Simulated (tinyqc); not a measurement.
Grain-boundary diffusion: Harrison regimes, Fisher and Le Claire analysis, Hart average. From one set of inputs to another, one input at a time. Computed by tinyqc, a small Python program. Command: `OMP_NUM_THREADS=1 python tinyqc.py 3002846 3002847 out.jsonl gbdiff ladder`. One thread of a shared host (Intel(R) Xeon(R) Processor @ 2.30GHz), about 0.01 s of CPU time with the checks.

A boundary is a slab of width delta with diffusivity D_b, normal to a surface held at constant concentration; it leaks into grains of diffusivity D.

The inputs printed are set A. Inputs not listed in the table keep their values of set A, so the rows need not describe a real material.

Inputs (values chosen for the exercise, for a model polycrystal): lattice prefactor D0 = 0.00013 m^2/s; lattice activation energy E = 2.08 eV; boundary prefactor D0b = 4.4e-05 m^2/s; boundary activation energy E_b = 1.38 eV; boundary width delta = 0.51 nm; segregation factor s = 1; grain size d = 2.1 um; temperature T = 636 K; time t = 10000 s.

Constants: k_B = 8.617333262e-05 eV/K.

Method:
- D = D0 exp(-E/(k_B T)), D_b = D0b exp(-E_b/(k_B T)).
- Triple product P = s delta D_b.
- l = sqrt(D t); P = s delta D_b; alpha = s delta/(2 l); beta = P/(2 D l). Regime A if l > 3 d, C if alpha > 1, B if alpha < 0.1, l < d/4 and beta > 10, otherwise a transition.
- Hart average for parallel slabs: f = delta/d, D_eff = (s f D_b + (1 - f) D)/(1 - f + s f); share of the boundaries = s f D_b/(s f D_b + (1 - f) D); depth sqrt(D_eff t).
- Fisher: the mean concentration falls as exp(-y/y_F), y_F = sqrt(P) (pi t/(4 D))^(1/4), with the boundary equation P d2c/dy2 = 2 c sqrt(D/(pi t)). Le Claire (from the Whipple solution): ln c falls as -(y/y_L)^(6/5) with P = 1.322 sqrt(D/t) y_L^2.

Each row keeps all changes above it:
```
input moved                                                                      from             to  Le Claire depth y_L (um)        beta  depth sqrt(D_eff t) (um)
set A                                                                               -              -                5.4865e-01  4.6468e+03                3.5817e-02
boundary prefactor D0b (m^2/s) and boundary activation energy E_b (eV)  4.4e-05, 1.38  6.6e-06, 1.81                4.2038e-03  2.7280e-01                6.5485e-03
temperature T (K)                                                                 636           1570                2.7453e-01  1.8211e-07                5.2298e+02
boundary width delta (nm)                                                        0.51            0.5                2.7182e-01  1.7854e-07                5.2298e+02
lattice prefactor D0 (m^2/s) and lattice activation energy E (eV)       0.00013, 2.08  4.1e-05, 3.73                7.6511e+00  8.8786e+01                4.9763e+00
grain size d (um)                                                                 2.1           0.15                7.6511e+00  8.8786e+01                1.8467e+01
```

Which inputs carry the difference?

Le Claire depth y_L goes from 0.549 to 7.65, a factor 13.9 in all. The largest single move comes from boundary prefactor D0b with boundary activation energy E_b (a factor 0.00766), but it runs against the net change; the largest move in the direction of the net change is temperature T (a factor 65.3). Beta goes from 4650 to 88.8, a factor 0.0191 in all. The largest single move comes from lattice prefactor D0 with lattice activation energy E (a factor 4.97e8), but it runs against the net change; the largest move in the direction of the net change is temperature T (a factor 6.68e-7). Depth sqrt(D_eff t) goes from 0.0358 to 18.5, a factor 516 in all. The largest single move comes from temperature T (a factor 79900), and lattice prefactor D0 with lattice activation energy E works against it (a factor 0.00952). The single moves hold for this order of the switches; the total does not depend on the order.

Caution (rows set A, boundary prefactor D0b, lattice prefactor D0): outside regime A (which needs sqrt(D t) above about 3 d) the Hart average and its depth are formal: they describe a profile only in regime A or at steady state. Caution (rows boundary prefactor D0b, temperature T, boundary width delta, lattice prefactor D0, grain size d): the Fisher and Le Claire forms need regime B with beta above 10.

Extremes, crossings and ranges named in words are read from the listed rows.
